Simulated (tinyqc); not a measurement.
# Off-state leakage of single and stacked transistors: two studies

n-channel devices of unit width. Subthreshold current I(Vg, Vs, Vd) = I0 (T/300 K)^0.5 exp[(Vg - Vs - VT(T) - gb (Vs - Vb) + dd (Vd - Vs))/(nf Vt)] (1 - exp(-(Vd - Vs)/Vt)), VT(T) = VT - cT (T - 300 K). Gate-edge tunnelling Ig (Vd/1 V) exp(ag (Vd - 1 V)), for a gate at 0 V, and band-to-band leakage Ab u exp(-Bb/u), u = Vd - Vb + 1 V, flow at a drain held at V; both are taken as independent of T. In a stack of off transistors (all gates at 0 V) the same subthreshold current passes through each.

Inputs (values chosen for the exercise); values of the order met in bulk silicon logic transistors: temperature T = 378 K; supply voltage V = 0.7 V; threshold at 300 K, zero drain and body bias VT = 0.44 V; fall of the threshold with temperature cT = 1 mV/K; current at threshold at 300 K I0 = 0.12 uA/um; slope factor nf = 1.39; drain-induced lowering per volt dd = 0.15; rise of the threshold per volt of source-body bias gb = 0.13; gate-edge tunnelling current at 1 V Ig = 1e-5 uA/um; exponential slope of the gate current ag = 5.2 1/V; prefactor of band-to-band leakage at the drain Ab = 100 uA/(um V); its exponential voltage Bb = 19 V; body voltage Vb = 0 V.

Constants: q = 1.602176634e-19 C, kB = 1.380649e-23 J/K, Vt = kB T/q. Results are converted to the units shown.

Each table varies one quantity; the others keep the values above.

## Subthreshold current against the height of the stack

All n gates at 0 V, bottom source at 0 V, top drain at V; node voltages follow from equal currents.

Subthreshold current against the height of the stack:
```
n	I (nA/um)	reduction factor	drain voltage of the bottom device (mV)	source voltage of the top device (mV)	voltage across the top device (V)
1	0.4616	1.000	700.0	0	0.7000
2	0.05295	8.718	76.60	76.60	0.6234
3	0.02722	16.96	26.01	100.1	0.5999
4	0.01829	25.23	15.70	114.2	0.5858
5	0.01377	33.51	11.26	124.2	0.5758
6	0.01105	41.79	8.781	132.0	0.5680
```

What does the comparison show?

The second transistor cuts the current by a factor of 8.72, the third by a further 1.95 and the sixth by 1.25. The top device keeps 81.1 % of the supply at n = 6, while the drain voltage of the bottom one falls to 0.270 Vt.

## Leakage components against the supply voltage

Same model as above.

One transistor with Vg = Vs = 0, Vd = V; stack factor I(one)/I(two in series).

Leakage components against the supply voltage:
```
V (V)	subthreshold (nA/um)	gate edge (nA/um)	band-to-band (nA/um)	total (nA/um)	stack factor	largest part
0.5	0.2380	3.714e-4	0.4732	0.7115	5.189	band-to-band
0.6	0.3314	7.496e-4	1.114	1.446	6.691	band-to-band
0.7	0.4616	0.001471	2.380	2.843	8.718	band-to-band
0.8	0.6429	0.002828	4.689	5.334	11.45	band-to-band
0.9	0.8954	0.005351	8.626	9.527	15.13	band-to-band
1	1.247	0.01000	14.97	16.23	20.10	band-to-band
1.1	1.737	0.01850	24.71	26.47	26.78	band-to-band
1.2	2.419	0.03395	39.06	41.51	35.77	band-to-band
1.3	3.369	0.06186	59.44	62.87	47.87	band-to-band
1.4	4.692	0.1121	87.51	92.31	64.16	band-to-band
```

As V goes from 0.5 to 1.4, the total leakage rises from 0.712 to 92.3 nA/um. The band-to-band part leads at V = 0.5 and in all other rows. The reduction by a stack of two rises from 5.19 to 64.2, for the subthreshold part alone.

tinyqc, about 0.03 s, one thread, Intel Xeon 2.30GHz (shared host): `OMP_NUM_THREADS=1 python tinyqc.py 2242105 2242106 out.jsonl`
